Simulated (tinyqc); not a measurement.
From tau_t/tau_q, charges back to distance d of the charges from the interface: low-temperature mobility of a two-dimensional electron gas with static screening. Computed by tinyqc, a small Python program. Command: `OMP_NUM_THREADS=1 python tinyqc.py 3007484 3007485 out.jsonl twodeg inv`. One thread of a shared host (Intel(R) Xeon(R) Processor @ 2.30GHz), about 0.02 s of CPU time with the checks.

One subband is filled, the gas is degenerate and scatters at the Fermi circle; one permittivity serves on both sides of the interface. All formulas are in SI units, masses times m_0. Piezoelectric and polar phonons are left out, and n_s is taken as set by a gate, independent of N_i.

Inputs (values chosen for the exercise, modelled on a strained silicon well):

| quantity | value | unit |
|---|---|---|
| in-plane mass m | 0.194 | m_0 |
| mass across the layer m_z | 0.882 | m_0 |
| permittivity eps | 11.7 | - |
| valley degeneracy g_v | 2 | - |
| sheet density n_s | 2.5e+12 | 1/cm^2 |
| depletion charge N_d | 3.9e+10 | 1/cm^2 |
| roughness height Delta | 0.38 | nm |
| correlation length Lambda | 2.8 | nm |
| remote charge density N_i | 4.3e+10 | 1/cm^2 |

Wave function: Fang-Howard. Roughness spectrum: Gaussian.

Constants: m_0 = 9.1093837015e-31 kg; e = 1.602176634e-19 C; eps_0 = 8.8541878128e-12 F/m; hbar = 1.054571817e-34 J s.

Method:
- k_F = sqrt(2 pi n_s/g_v); E_F = hbar^2 k_F^2/(2 m); q_TF = g_v m e^2/(2 pi eps eps_0 hbar^2); Fang-Howard parameter b = [12 m_z e^2 (N_d + 11 n_s/32)/(eps eps_0 hbar^2)]^(1/3), mean depth 3/b; effective field F = e (N_d + n_s/2)/(eps eps_0).
- Form factors with u = q/b: screening G(q) = [1 + 9u/8 + 3u^2/8]/(1 + u)^3, remote charge P(q) = exp(-q d)/(1 + u)^3. Dielectric function eps(q) = 1 + q_TF G(q)/q, with q = 2 k_F sin(theta/2).
- Remote charges: <|U|^2> = N_i [e^2 P(q)/(2 eps eps_0 q)]^2.
- 1/tau_t = (m/(pi hbar^3)) int_0^pi (1 - cos theta) <|U|^2>/eps(q)^2 dtheta; the quantum rate 1/tau_q drops the factor (1 - cos theta); 200 Gauss-Legendre points in s with theta = pi s^2, s from 0 to 1; mu = e tau_t/m.

Task: A run gave the result below. Find the distance d of the charges from the interface, known to lie between 6.1 and 20 nm.

tau_t/tau_q, charges = 52.00716

Result:

Each step takes the trial c = (a f_b - b f_a)/(f_b - f_a), f being the result less the target and a, b, c the logarithms of the listed values; c replaces end b, the old b replaces a if the sign of f changed, and otherwise f_a is halved.

Scan of the range:

| distance d of the charges from the interface (nm) | tau_t/tau_q, charges |
|---|---|
| 6.10 | 18.312 |
| 7.43 | 25.490 |
| 9.06 | 35.811 |
| 11.00 | 50.226 |
| 13.50 | 72.229 |
| 16.40 | 102.628 |
| 20.00 | 147.686 |

False position (Illinois rule, in the logarithm of the input) inside the bracket:

| step | end a | end b | trial | tau_t/tau_q, charges |
|---|---|---|---|---|
| 1 | 11.0000 | 13.5000 | 11.1839 | 51.7126 |
| 2 | 13.5000 | 11.1839 | 11.2141 | 51.9592 |
| 3 | 13.5000 | 11.2141 | 11.2239 | 52.0394 |
| 4 | 11.2141 | 11.2239 | 11.2200 | 52.0071 |
| 5 | 11.2239 | 11.2200 | 11.2200 | 52.0072 |

tau_t/tau_q, charges rises at every point of a 13-point scan of the range (every second point is shown), so one value fits; it is bracketed by 11.0 and 13.5. Answer: distance d of the charges from the interface = 11.22 nm.
